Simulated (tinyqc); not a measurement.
Defect equilibria of an oxide against oxygen pressure (mass action): one step, computed by the program tinyqc. Command: `OMP_NUM_THREADS=1 python tinyqc.py 3005648 3005649 out.jsonl brouwer walk`. One thread of a shared host (Intel(R) Xeon(R) Processor @ 2.30GHz), about 0.01 s of CPU time with the checks.

Defects: oxygen vacancies V (charge +2), electrons n, holes p, the ionic partner X = V_M'' (charge -2), and the dopant. Activities are taken equal to concentrations.

Task: Conductivities. sigma_n = e n mu_n, sigma_p = e p mu_p, sigma_ion = 2 e [V] mu_V with mu_V = 2 e D/(k_B T) and D = D_0 exp(-E_m/k_B T); only the oxygen vacancies carry ionic current, and the ionic transport number is sigma_ion over the total.

Inputs (values chosen for the exercise, for a model oxide):
```
quantity                         value        unit
temperature T                      900           K
electron mobility mu_n               1  cm^2/(V s)
hole mobility mu_p               0.048  cm^2/(V s)
vacancy diffusion prefactor D_0  0.001      cm^2/s
vacancy migration energy E_m      0.78          eV
```

Ionic disorder: Schottky, oxide MO. Dopant (singly charged, fully ionised): acceptor.

n = 5.046066e+18 cm^-3

[V] = 4.473040e+18 cm^-3

p = 40588.81 cm^-3

Constants: k_B = 8.617333262e-05 eV/K; e = 1.602176634e-19 C.

Give: sigma_n; sigma_p; sigma_ion; total conductivity; ionic transport number.

Result:

sigma_n = 0.80847 S/cm

sigma_p = 3.1215e-16 S/cm

sigma_ion = 1.5847e-06 S/cm

total conductivity = 0.80847 S/cm

ionic transport number = 1.9601e-06

The conductor is mainly n-type electronic here.
